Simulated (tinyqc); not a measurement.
Biaxially strained (001) channel, valley splitting in an inversion layer: effect of the confining field.

A thin layer grown on a relaxed buffer is stretched in the plane. The two valleys with their long axis along the growth direction (D2) sink against the four in-plane ones (D4); confinement in a triangular well splits them too. Only the lowest subband of each set is kept; one relaxation time, so the weakening of intervalley scattering is left out.

e_par = b1 x, e_perp = -2 (c12/c11) e_par, splitting D = Xu (e_par - e_perp), in-plane stress (c11 + c12 - 2 c12^2/c11) e_par. Levels E(m) = 2.33811 (hbar^2 q^2 F^2/(2 m))^(1/3): E2 = E(ml), E4 = E(mt) + D; N2 = 2 mt kB T/(pi hbar^2), N4 = 4 sqrt(mt ml) kB T/(pi hbar^2). EF solves Ns = N2 ln(1 + exp((EF - E2)/Vt)) + N4 ln(1 + exp((EF - E4)/Vt)); f2 is the share in D2, and 1/mc = f2/mt + (1 - f2)(1/mt + 1/ml)/2. The gain is mc(x = 0)/mc.

Parameters, values chosen for the exercise; values close to those of silicon on relaxed silicon-germanium: temperature T = 350 K; germanium share of the relaxed buffer x = 0.29; lattice mismatch per unit x b1 = 0.0418; elastic constant c11 = 162 GPa; elastic constant c12 = 62.9 GPa; shear deformation potential Xu = 9.05 eV; longitudinal mass ml = 0.928 m0; transverse mass mt = 0.193 m0; inversion density Ns = 8.8e11 cm^-2.

Constants: q = 1.602176634e-19 C, kB = 1.380649e-23 J/K, hbar = 1.054571817e-34 J s, m0 = 9.1093837015e-31 kg, Vt = kB T/q, hbar^2/(2 m0) = 0.0380998212 eV nm^2. Results are converted to the units shown.

The same in every row: D (meV) = 194.9.

Result of one run:
```
f2 without strain      f2  mc (m0)   gain
0.3447             0.9968   0.1932  1.349
```

Which confining field F gave this result: 0.1, 0.7, 0.9 or 1.3 MV/cm?

F = 0.1 MV/cm.

The whole series:
```
F (MV/cm)  f2 without strain      f2  mc (m0)   gain
0.1                   0.3447  0.9968   0.1932  1.349
0.3                   0.5635  0.9987   0.1931  1.208
0.5                   0.7227  0.9994   0.1930  1.123
0.7                   0.8283  0.9997   0.1930  1.073
0.9                   0.8944  0.9998   0.1930  1.044
1.1                   0.9346  0.9999   0.1930  1.027
1.3                   0.9591  0.9999   0.1930  1.016
1.5                   0.9741   1.000   0.1930  1.010
```

As F goes from 0.1 to 1.5 MV/cm, f2 stays near 0.999 (without strain: it rises from 0.345 to 0.974) and the gain falls from 1.35 to 1.01. Strong confinement already empties D4, so strain has less to move.

Numbers from tinyqc (`OMP_NUM_THREADS=1 python tinyqc.py 2530071 2530072 out.jsonl`; about 0.01 s on one thread of a shared Intel Xeon 2.30GHz).
